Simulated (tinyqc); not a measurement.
From results back to parameters: electrons shared among three sets of ellipsoidal valleys. Five cases, with inputs chosen for the exercise.

Problem. With Boltzmann statistics n(Delta4)/n(Delta2) = R exp(-dE/kB T), where R = N_2/N_1 does not depend on T. Two ratios were computed from hidden R and dE.

Constants: kB = 8.617333262e-05 eV/K.

Case 1.

Values chosen (out of a larger set: masses and offsets near those of Si; mobilities are free inputs, held fixed; not measured data): Ta = 300 K; Tb = 600 K.

ratio at Ta = 0.0152870
ratio at Tb = 0.174854

Case 2.

Values chosen (out of a larger set: masses and offsets near those of Si; mobilities are free inputs, held fixed; not measured data): Ta = 300 K; Tb = 500 K.

ratio at Ta = 0.996881
ratio at Tb = 1.31704

Case 3.

Values chosen (out of a larger set: masses and offsets near those of Si; mobilities are free inputs, held fixed; not measured data): Ta = 300 K; Tb = 450 K.

ratio at Ta = 0.0806662
ratio at Tb = 0.235218

Case 4.

Values chosen (out of a larger set: masses and offsets near those of Si; mobilities are free inputs, held fixed; not measured data): Ta = 300 K; Tb = 450 K.

ratio at Ta = 0.580034
ratio at Tb = 0.876286

Case 5.

Values chosen (out of a larger set: masses and offsets near those of Si; mobilities are free inputs, held fixed; not measured data): Ta = 300 K; Tb = 450 K.

ratio at Ta = 0.0871545
ratio at Tb = 0.247668

Find: dE; R.

Solution. dE = kB ln(ratio_b/ratio_a)/(1/Ta - 1/Tb); then R = ratio_a exp(dE/kB Ta).

Case 1.

dE = 0.126 eV
R = 2.00

Case 2.

dE = 0.018 eV
R = 2.00

Case 3.

dE = 0.083 eV
R = 2.00

Case 4.

dE = 0.032 eV
R = 2.00

Case 5.

dE = 0.081 eV
R = 2.00

Computed by tinyqc, one run a case: `OMP_NUM_THREADS=1 python tinyqc.py N N+1 out.jsonl` with N = 1681642, 1681783, 1682031, 1682496, 1682547; one thread of a shared Intel(R) Xeon(R) Processor @ 2.30GHz, about 0.02 s a run at most.
